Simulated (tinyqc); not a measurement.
Wannier-Stark ladder of a miniband: one step. Levels and the middle state. Four cases, with inputs chosen for the exercise.

Problem. Diagonalise; give the levels, their spacings and the weights of the middle level on the wells.

Case 1.

H (meV), lower triangle:
```
           -4         -3         -2         -1          0          1          2          3         4
-4  -61.60000
-3  -12.50000  -46.20000
-2          0  -12.50000  -30.80000
-1          0          0  -12.50000  -15.40000
0           0          0          0  -12.50000          0
1           0          0          0          0  -12.50000   15.40000
2           0          0          0          0          0  -12.50000   30.80000
3           0          0          0          0          0          0  -12.50000   46.20000
4           0          0          0          0          0          0          0  -12.50000  61.60000
```

Case 2.

H (meV), lower triangle:
```
           -4         -3         -2        -1         0         1         2         3         4
-4  -22.26000
-3   -4.25000  -16.69500
-2          0   -4.25000  -11.13000
-1          0          0   -4.25000  -5.56500
0           0          0          0  -4.25000         0
1           0          0          0         0  -4.25000   5.56500
2           0          0          0         0         0  -4.25000  11.13000
3           0          0          0         0         0         0  -4.25000  16.69500
4           0          0          0         0         0         0         0  -4.25000  22.26000
```

Case 3.

H (meV), lower triangle:
```
           -4         -3         -2         -1          0          1          2          3         4
-4  -35.20000
-3  -10.00000  -26.40000
-2          0  -10.00000  -17.60000
-1          0          0  -10.00000   -8.80000
0           0          0          0  -10.00000          0
1           0          0          0          0  -10.00000    8.80000
2           0          0          0          0          0  -10.00000   17.60000
3           0          0          0          0          0          0  -10.00000   26.40000
4           0          0          0          0          0          0          0  -10.00000  35.20000
```

Case 4.

H (meV), lower triangle:
```
           -4         -3         -2        -1         0         1         2         3         4
-4  -29.87600
-3   -4.75000  -22.40700
-2          0   -4.75000  -14.93800
-1          0          0   -4.75000  -7.46900
0           0          0          0  -4.75000         0
1           0          0          0         0  -4.75000   7.46900
2           0          0          0         0         0  -4.75000  14.93800
3           0          0          0         0         0         0  -4.75000  22.40700
4           0          0          0         0         0         0         0  -4.75000  29.87600
```

Give: levels; spacings; weights.

Solution.

Case 1.

levels (meV): -69.741  -47.970  -31.020  -15.414  0.000  15.414  31.020  47.970  69.741

spacings (meV): 21.771  16.950  15.606  15.414  15.414  15.606  16.950  21.771

weights: 0.0002  0.0057  0.0690  0.3273  0.1955  0.3273  0.0690  0.0057  0.0002

The spacing in the middle is 1.0009 e F d and at the ends 1.414 e F d; states that reach the ends of the stack are pushed apart.

Case 2.

levels (meV): -24.913  -17.226  -11.189  -5.568  0.000  5.568  11.189  17.226  24.913

spacings (meV): 7.687  6.037  5.620  5.568  5.568  5.620  6.037  7.687

weights: 0.0001  0.0041  0.0571  0.3154  0.2466  0.3154  0.0571  0.0041  0.0001

The spacing in the middle is 1.0006 e F d and at the ends 1.381 e F d; states that reach the ends of the stack are pushed apart.

Case 3.

levels (meV): -43.254  -29.018  -18.204  -8.881  0.000  8.881  18.204  29.018  43.254

spacings (meV): 14.236  10.814  9.322  8.881  8.881  9.322  10.814  14.236

weights: 0.0024  0.0301  0.1670  0.2979  0.0051  0.2979  0.1670  0.0301  0.0024

The spacing in the middle is 1.0092 e F d and at the ends 1.618 e F d; states that reach the ends of the stack are pushed apart.

Case 4.

levels (meV): -32.469  -22.804  -14.968  -7.470  0.000  7.470  14.968  22.804  32.469

spacings (meV): 9.665  7.836  7.498  7.470  7.470  7.498  7.836  9.665

weights: 0.0000  0.0015  0.0311  0.2660  0.4028  0.2660  0.0311  0.0015  0.0000

The spacing in the middle is 1.0001 e F d and at the ends 1.294 e F d; states that reach the ends of the stack are pushed apart.

Computed by tinyqc, one run a case: `OMP_NUM_THREADS=1 python tinyqc.py N N+1 out.jsonl` with N = 1281465, 1281591, 1281785, 1281881; one thread of a shared Intel(R) Xeon(R) Processor @ 2.30GHz, about 0.1 s a run at most.
